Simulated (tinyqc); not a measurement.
Levels against field: parabolic quantum dot in a magnetic field (Fock-Darwin).

Two dimensions, V = m w0^2 r^2/2, one valley. hbar wc = 2 muB B/m, W = sqrt(w0^2 + wc^2/4), E(n, l, s) = (2n + |l| + 1) hbar W - l hbar wc/2 + s gs muB B, n = 0, 1, ..., l = 0, +/-1, ..., s = +/-1/2; length lam = sqrt(2c/(m hbar W)), c = hbar^2/2m0.

Constants: muB = 5.788381798e-05 eV/T; hbar^2/2m0 = 3.80998211 eV angstrom^2.

Values chosen for the exercise (near those of a gate-defined dot in InAs; shifted at random, so the results belong to these values and not to a real crystal): m = 0.031 m0 (mass); gs = -8.3 (g factor); w0 = 1.4 meV (confinement energy hbar w0); Bs = (0, 0.094, 0.19, 0.3, 0.45, 0.67, 0.97) T (fields).

Six orbital levels without the Zeeman term.

Levels (meV):
```
B (T)  (0,0)  (0,1)  (0,-1)  (0,2)  (1,0)  (0,3)
0      1.400  2.800   2.800  4.200  4.200  5.600
0.094  1.411  2.646   2.997  3.882  4.233  5.117
0.19   1.444  2.534   3.243  3.623  4.333  4.713
0.30   1.508  2.456   3.576  3.403  4.524  4.351
0.45   1.633  2.425   4.106  3.218  4.898  4.010
0.67   1.878  2.504   5.006  3.130  5.633  3.757
0.97   2.289  2.767   6.390  3.245  6.868  3.723
```

(0,2) crosses (0,-1) where W = 3 wc/2, that is wc = w0/sqrt(2), B = 0.27 T, and (0,3) crosses it at W = wc, B = 0.43 T. States with n = 0 and l >= 0 draw together into the lowest Landau level: their spacing W - wc/2 shrinks from 1.40 to 0.48 meV, while (0,-1) climbs to 4.10 meV above (0,0).

Run: tinyqc, `OMP_NUM_THREADS=1 python tinyqc.py 1251456 1251457 out.jsonl`; Intel(R) Xeon(R) Processor @ 2.30GHz, one thread, shared host; about 0.04 s of CPU time with all checks.
